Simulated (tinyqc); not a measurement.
# Undoped symmetric double-gate MOSFET, analytic potential model: output curve

An undoped body of thickness ts between two equal insulators and tied gates; long channel, electrons only, n = ni exp((psi - V)/Vt) with V the quasi-Fermi potential (0 at the source, Vd at the drain), constant mobility, no quantisation. Across the body psi(x) = V - 2 Vt ln[(ts/(2 beta)) sqrt(q ni/(2 eps0 eps_r Vt)) cos(2 beta x/ts)], x from the centre. Q is the electron charge per area of the whole body.

ni = sqrt(Nc Nv) exp(-Eg/(2 Vt)), Eg in volts; r = eps_r tox/(eox ts); V0 = dphi + 2 Vt ln[(2/ts) sqrt(2 eps0 eps_r Vt/(q ni))]. beta (between 0 and pi/2) solves (Vg - V0 - V)/(2 Vt) = ln(beta) - ln(cos beta) + 2 r beta tan(beta). Q = 8 eps0 eps_r Vt beta tan(beta)/ts; I = mu (1/L)(4 eps0 eps_r/ts)(2 Vt)^2 [g(beta_s) - g(beta_d)] per width, g = beta tan(beta) - beta^2/2 + r beta^2 tan^2(beta), with beta_s at V = 0 and beta_d at V = Vd.

Values chosen for this exercise; material values close to those of silicon: temperature T = 300 K; band gap Eg = 1.12 eV; relative permittivity of the semiconductor eps_r = 11.8; conduction-band density of states at T Nc = 2.84e19 cm^-3; valence-band density of states at T Nv = 2.62e19 cm^-3; relative permittivity of the gate insulator eox = 22.9; insulator thickness tox = 3 nm; body thickness ts = 15 nm; gate work function less that of the intrinsic body dphi = 0.17 V; channel mobility mu = 590 cm^2/(V s); gate length L = 1 um; gate voltage Vg = 0.93 V.

Constants: q = 1.602176634e-19 C, kB = 1.380649e-23 J/K, Vt = kB T/q, eps0 = 8.8541878128e-14 F/cm where lengths are in cm. Results are converted to the units shown.

Result of one run:
```
Qd (nC/cm^2),Qd/Qs,I (uA/um)
0.12954,6.0354e-5,161.24
```

Which drain voltage Vd gave this result: 0.06, 0.22, 0.43 or 0.48 V?

Vd = 0.48 V.

The whole series:
```
Vd (V),Qd (nC/cm^2),Qd/Qs,I (uA/um)
0.06,1556.9,0.72539,65.397
0.11,1111.5,0.51786,104.63
0.16,723.62,0.33715,131.54
0.22,359.03,0.16728,150.34
0.27,155.39,0.072401,157.69
0.32,45.513,0.021206,160.44
0.38,5.9365,0.0027659,161.15
0.43,0.89102,4.1514e-4,161.23
0.48,0.12954,6.0354e-5,161.24
```

The current rises from 65.4 to 161 uA/um, while the charge at the drain end falls from 0.73 to 6.0e-5 of that at the source. The current first comes within 1 % of its last value at Vd = 0.32 V among the rows. Over the last rows Qd falls by a factor of e for each Vt of drain voltage: the drain end is in weak inversion. In every row the surface density at the source passes 0.3 Nc, where Boltzmann statistics fail.

Numbers from tinyqc (`OMP_NUM_THREADS=1 python tinyqc.py 2440103 2440104 out.jsonl`; about 0.02 s on one thread of a shared Intel Xeon 2.30GHz).
